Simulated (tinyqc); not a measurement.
Frequency dispersion of an accumulation capacitance by border traps, distributed model: two steps of the calculation.

Traps spread evenly through the insulator exchange electrons with the semiconductor by tunnelling, with tau(x) = t0 exp(2 ka x) at depth x from the interface. The admittance per area Y seen at depth x obeys dY/dx = -Y^2/(i w eps0 eox) + q Nb ln(1 + i w tau)/tau, with Y(0) = i w Cs and w = 2 pi f; the gate sees Y(tox) = G + i w C. Working variable y = Y/(i w), in uF/cm^2. Cox = eps0 eox/tox.

Parameters, values chosen for the exercise; permittivity close to that of aluminium oxide:
- eox = 8.41 (relative permittivity of the insulator)
- tox = 9.4 nm (insulator thickness)
- Cs = 5.9 uF/cm^2 (semiconductor capacitance in accumulation)
- Nb = 3.9e19 cm^-3 eV^-1 (density of border traps)
- ka = 3.6 1/nm (decay constant of the wave function in the insulator)
- t0 = 7e-11 s (time constant of a trap at the interface)
- f = 1e5 Hz (frequency)
- xe = 2.1 nm (depth down to which the steps are taken)

Constants: q = 1.602176634e-19 C, eps0 = 8.8541878128e-14 F/cm where lengths are in cm. Results are converted to the units shown.

Problem 1. Scales and lumped estimate. Cox; trap-free value 1/(1/Cox + 1/Cs); response depth d = ln(1/(w t0))/(2 ka), where w tau = 1; lumped estimate: all traps within d act as C_bt = q Nb d placed at d/2, so C = 1/{1/[1/(1/Cs + d/(2 eps0 eox)) + C_bt] + (tox - d/2)/(eps0 eox)}.

Wanted: Cox; trap-free C; d; C_bt; lumped C.

Solution 1.

Cox = 0.7922 uF/cm^2
trap-free C = 0.6984 uF/cm^2
d = 1.393 nm
C_bt = 0.8706 uF/cm^2
lumped C = 0.7232 uF/cm^2

The traps within reach amount to 0.148 Cs and lie in the first 14.8 % of the insulator.

Problem 2. Midpoint steps through the active depth. In terms of y: dy/dx = -y^2/(eps0 eox) + s(x), s = q Nb ln(1 + z)/z, z = i w tau. 10 midpoint steps of h = xe/10: y_half = y + (h/2) y'(x, y), y(new) = y + h y'(x + h/2, y_half).

Wanted: x; s; y.

Solution 2.

```
point   x (nm)  s (uF/(cm^2 nm))     y (uF/cm^2)
0            0  0.62485-0.00001i  5.9000+0.0000i
1      0.21000  0.62485-0.00006i  5.1859+0.0000i
2      0.42000  0.62485-0.00028i  4.6477+0.0000i
3      0.63000  0.62485-0.00128i  4.2307-0.0001i
4      0.84000  0.62478-0.00582i  3.9008-0.0007i
5       1.0500  0.62337-0.02629i  3.6349-0.0030i
6       1.2600  0.59673-0.11166i  3.4165-0.0135i
7       1.4700  0.37713-0.25012i  3.2168-0.0501i
8       1.6800  0.11455-0.16433i  2.9904-0.0851i
9       1.8900  0.02697-0.06253i  2.7691-0.0918i
10      2.1000  0.00603-0.01961i  2.5719-0.0855i
```

tinyqc, about 0.6 s, one thread, Intel Xeon 2.30GHz (shared host): `OMP_NUM_THREADS=1 python tinyqc.py 2202019 2202020 out.jsonl`
